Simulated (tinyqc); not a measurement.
A log to judge: hot carriers by balance equations with a heated Maxwellian. Computed by tinyqc. Command: `OMP_NUM_THREADS=1 python tinyqc.py 3017382 3017383 out.jsonl hot walk`. One thread of a shared host (Intel(R) Xeon(R) Processor @ 2.30GHz), about 0.05 s of CPU time with the checks.

The carriers follow a Maxwellian at an electron temperature T_e, slightly displaced; the drift energy is neglected against k_B T_e. The balance averages the rate, not the time, so mu_0 lies below the relaxation-time value.

Inputs (values chosen for the exercise, modelled on electrons in silicon): effective mass m = 0.314 m_0; density rho = 2329 kg/m^3; sound velocity v_l = 9060 m/s; acoustic deformation potential D_A = 10 eV; phonon energy hbar w = 58 meV; optical or intervalley deformation potential D_o = 4.7 1e8 eV/cm; final valleys Z_f = 5; lattice temperature T = 100 K; electric field F = 10 kV/cm; mixing = 1; iteration cap = 8.

Band: parabolic. Solver: damped fixed point.

Constants: k_B = 8.617333262e-05 eV/K; k_B = 1.380649e-23 J/K; e = 1.602176634e-19 C; hbar = 1.054571817e-34 J s; m_0 = 9.1093837015e-31 kg; hbar = 6.582119569e-16 eV s.

Method:
- Parabolic band: E = hbar^2 k^2/(2 m), speed v = hbar k/m, states per spin, volume and energy g(E) = m k/(2 pi^2 hbar^2). Masses are multiplied by m_0 and all formulas are in SI units.
- Phonon occupation N_q = 1/(exp(hbar w/(k_B T)) - 1).
- Acoustic deformation potential (elastic, equipartition, absorption and emission together): 1/tau = 2 pi k_B T D_A^2 g(E)/(hbar rho v_l^2).
- Optical or intervalley deformation potential: 1/tau = (pi Z_f D_o^2/(rho w)) [N_q g(E + hbar w) + (N_q + 1) g(E - hbar w)], with g = 0 below the band edge.
- Averages over the Maxwellian, <y> = int y x^(1/2) exp(-x) dx / int x^(1/2) exp(-x) dx with x = E/(k_B T_e), split at x_0 = hbar w/(k_B T_e): 64 Gauss-Legendre points in sqrt(x) below it and 128 in sqrt(x - x_0) above it, up to x = 32. Momentum balance: mu(T_e) = e/(m nu), nu = <x (sum of rates)>/<x>. Power lost per carrier: P(T_e) = hbar w <emission rate - absorption rate> + <(2 m v_l^2/(k_B T)) (E - 2 k_B T) acoustic rate>.
- Fixed point: T_out = T + (T_e - T) e mu(T_e) F^2/P(T_e), T_new = T_e + mixing (T_out - T_e).
- Start at T_e = 1.5 T; stop when T_e moves by less than 1e-6 K or exceeds 1e6 K.

Course of the iteration:
```
iteration  T_e (K)  mu (cm^2/(V s))  step (K)
1            150.0          6097.22   10911.2
2          11061.2           189.21   10801.3
3            259.9          2835.20    1946.4
4           2206.3           447.96    1876.8
5            329.5          2074.61     991.8
6           1321.4           611.05     945.9
7            375.5          1773.14     673.4
8           1048.9           712.65     638.7
```

Can the last value be used, and what does the course show?

No. Not converged after 8 iterations: the residual falls at every step, but slowly, by a factor of about 0.624 a step. Reruns converge with mixing = 0.3, iteration cap = 300; or with mixing = 0.1, iteration cap = 300; or with solver = Newton, iteration cap = 300.
